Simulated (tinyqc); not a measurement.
Free-carrier optics of a doped semiconductor (Drude model): one step. Dielectric function at one energy. Two cases, with inputs chosen for the exercise.

Task: Insert the numbers.

eps(E) = ei [1 - Ep^2/(E^2 + i E Gam)], with Ep^2 = 8 pi c (e^2/(4 pi eps0)) N/(m ei), c = hbar^2/2m0, N in 1/angstrom^3 (1e-24 per 1/cm^3); Gam = hbar/tau, tau = mu m m0/e with m0/e = 5.685630e-12 kg/C and mu in m^2/(V s). Energies in meV.

Case 1.

Values chosen (out of a larger set: mass and dielectric values near those of Si; N and mu are free inputs; interband absorption and the rise of the mass with filling are left out; not measured data): E = 226.5 meV (photon energy); ei = 11.73 (high-frequency dielectric constant).

Ep = 77.7836 meV
Gam = 85.1233 meV

Case 2.

Values chosen (out of a larger set: mass and dielectric values near those of Ge; N and mu are free inputs; interband absorption and the rise of the mass with filling are left out; not measured data): E = 9.9 meV (photon energy); ei = 16.24 (high-frequency dielectric constant).

Ep = 11.9868 meV
Gam = 3.2982 meV

Give: free-carrier term; eps.

Result:

Case 1.

free-carrier term = -1.2122+0.4556i
eps = 10.5178+0.4556i

Case 2.

free-carrier term = -21.430+7.139i
eps = -5.190+7.139i

Computed by tinyqc, one run a case: `OMP_NUM_THREADS=1 python tinyqc.py N N+1 out.jsonl` with N = 1652272, 1652399; one thread of a shared Intel(R) Xeon(R) Processor @ 2.30GHz, about 0.01 s a run at most.
